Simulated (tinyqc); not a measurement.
Strained Delta valleys, repopulation and conductivity mass: one step of the calculation.

A cubic crystal with three pairs of conduction valleys along x, y and z under uniaxial stress X along [110] (X > 0 is tension); current along [110]. Non-degenerate electrons, fixed total density, one relaxation time for all valleys and stresses, masses unchanged by strain, so the mobility goes as the mean inverse mass.

Task. Valley shifts and shares. Valley shift dE = Xu (n.e.n - trace(e)/3) with n the valley axis; share f proportional to exp(-dE/Vt).

Values chosen for this exercise:
```
symbol,value,unit,meaning
T,300,K,temperature
Xu,9.13,eV,shear deformation potential
```

Constants: q = 1.602176634e-19 C, kB = 1.380649e-23 J/K, Vt = kB T/q. Results are converted to the units shown.

strain (%):
```
	x	y	z
x	0.27881000	0.31850000	0.00000000
y	0.31850000	0.27881000	0.00000000
z	0.00000000	0.00000000	-0.20874000
```

Wanted: dE; share f.

Result.

```
valley	dE (meV)	share f
x	14.838	0.13167
y	14.838	0.13167
z	-29.676	0.73666
```

The splitting is 44.5 meV, 1.7 Vt.

Range of the model: Shear strain also changes the transverse masses of these valleys, which is left out.

tinyqc, about 0.01 s, one thread, Intel Xeon 2.30GHz (shared host): `OMP_NUM_THREADS=1 python tinyqc.py 2530093 2530094 out.jsonl`
